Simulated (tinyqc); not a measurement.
Inside a calculation. Method: lattice vibrations of a chain. One step of it, computed by the program tinyqc.

Problem. Frequencies. omega^2 are the eigenvalues; wavenumber = 521.4708 sqrt(eigenvalue) 1/cm.

D(q) (eV/(angstrom^2 u)):
$$\begin{pmatrix}
0.321048 & -0.425173 & -0.032080+0.098732i \\
-0.425173 & 1.287879 & -0.391310 \\
-0.032080-0.098732i & -0.391310 & 0.419355
\end{pmatrix}$$

Give: eigenvalues; wavenumbers; weights |e|^2 of the mass-weighted modes.

Solution.

eigenvalues: [0.035, 0.431, 1.562]

wavenumbers (1/cm): [98.2, 342.2, 651.8]

weights |e|^2 of the mass-weighted modes, order atom 1, atom 2, atom 3:
$$\begin{pmatrix}
0.543 & 0.364 & 0.093 \\
0.164 & 0.021 & 0.815 \\
0.293 & 0.614 & 0.092
\end{pmatrix}$$
